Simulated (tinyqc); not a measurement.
Worked calculation: Ewald sum of point charges, simple cubic lattice in a neutralising background. Computed by tinyqc, a small Python program that keeps every step. Command: `OMP_NUM_THREADS=1 python tinyqc.py 27678 27679 out.jsonl` (the two numbers bound the seeds that draw the settings). One thread of a shared host (Intel(R) Xeon(R) Processor @ 2.60GHz), about 0.02 s of CPU time with the checks.

## Ewald sum with eta = 0.394 1/bohr

cell vectors (rows) (bohr):
```
[[9.460000, 0.000000, 0.000000],
 [0.000000, 9.460000, 0.000000],
 [0.000000, 0.000000, 9.460000]]
```

Charges:
```
q               f1        f2        f3
1.000000  0.000000  0.000000  0.000000
```

Real space: 1/2 sum q_i q_j erfc(eta r)/r over all images with r > 0; reciprocal space: (2 pi/V) sum_(G != 0) exp(-G^2/4 eta^2)/G^2 |S(G)|^2 with S(G) = sum q exp(i G.r); self term -eta/sqrt(pi) sum q^2; background -pi Q^2/(2 V eta^2), Q the total charge.

Real-space shells (first ones):
```
r (bohr)   pairs  sum (hartree)
9.460000       6       4.30e-08
13.378460     12              0
```

Reciprocal shells (first ones that count):
```
G^2 (1/bohr^2)  vectors  sum (hartree)
0.441141              6       0.049607
0.882282             12       0.024378
1.323423              8       0.005325
1.764564              6       0.001472
2.205705             24       0.002315
2.646846             24       0.000948
3.529128             12       0.000086
3.970269             30       0.000094
4.411410             24       0.000033
4.852551             24       0.000015
5.293692              8       2.23e-06
5.734834             24       3.03e-06
```

## The total does not depend on eta

The same sums for other eta.

Totals (hartree per cell):
```
eta           real  reciprocal       self  background        total
0.394000  4.30e-08    0.084280  -0.222291   -0.011952  -0.14996287
0.541000         0    0.161603  -0.305227   -0.006339  -0.14996287
0.690000         0    0.243225  -0.389291   -0.003897  -0.14996287
```

shortest distance = 9.460000 bohr
